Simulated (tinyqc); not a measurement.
Drifting, spreading and decaying minority pulse (Haynes-Shockley), explicit time steps: one step of the calculation.

Low injection in a uniform field: dn/dt = D d2n/dx2 - v dn/dx - n/tau with D = mu Vt and v = mu F towards +x. Exact solution on an infinite bar for a Gaussian start at x0: n = N0 exp(-t/tau) exp(-(x - x0 - v t)^2/(2 s^2))/sqrt(2 pi s^2), s^2 = s0^2 + 2 D t.

Question. Coefficients of the scheme. Exponentially fitted fluxes: d = F hx/Vt, B(d) = d/(exp(d) - 1), k = D dt/hx^2; (L n)_i = a n_(i-1) + b n_i + c n_(i+1) with a = k B(-d), c = k B(d), b = -a - c - dt/tau. Explicit steps keep n positive for dt up to 1/[(D/hx^2)(B(d) + B(-d)) + 1/tau].

Parameters, values chosen for the exercise; mobility close to that of silicon at room temperature:
```
symbol,value,unit,meaning
T,300,K,temperature
mu,1350,cm^2/(V s),minority-carrier mobility
F,11,V/cm,sweep field along the drift
hx,68,um,mesh step
tau,5.5e-6,s,lifetime
dt,2.3e-7,s,time step
```

Constants: q = 1.602176634e-19 C, kB = 1.380649e-23 J/K, Vt = kB T/q. Results are converted to the units shown.

Give: D; v; d; a; b; c; positivity limit of dt.

Answer.

D = 34.90 cm^2/s
v = 1.485e4 cm/s
d = 2.893
a = 0.5317
b = -0.6030
c = 0.02945
positivity limit of dt = 3.814e-7 s

Computed by the program tinyqc: `OMP_NUM_THREADS=1 python tinyqc.py 2310014 2310015 out.jsonl`, one thread of a shared Intel Xeon 2.30GHz, about 0.01 s for the whole run.
